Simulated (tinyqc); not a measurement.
Worked calculation: plane-wave Kohn-Sham cycle with exchange-only LDA in a layered model solid. One step of it, computed by the program tinyqc.

Task: Iteration 1: Hamiltonian at one k. H(m,m') = (k + G_m)^2/2 delta + V(G_m - G_m'), with V(-G) = V(G).

A solid whose potential varies along x alone (atomic units):
```
parameter                      value
period a                   16.600000
cross-section of the cell  22.000000
electrons per cell                 2
grid points                       16
plane waves -n..n, n               2
k points                           2
V1 in V1 cos(2 pi x/a)     -0.300000
```

V(G_m), m = 0, 1, 2, ... (hartree): [-0.173576, -0.150000, 0.000000, 0.000000, 0.000000]

k = 0.250000 2 pi / a

Give: H.

Result:

H (hartree), order -2, -1, +0, +1, +2:
$$\begin{pmatrix}
0.0458 & -0.1500 & 0.0000 & 0.0000 & 0.0000 \\
-0.1500 & -0.1333 & -0.1500 & 0.0000 & 0.0000 \\
0.0000 & -0.1500 & -0.1691 & -0.1500 & 0.0000 \\
0.0000 & 0.0000 & -0.1500 & -0.0616 & -0.1500 \\
0.0000 & 0.0000 & 0.0000 & -0.1500 & 0.1891
\end{pmatrix}$$
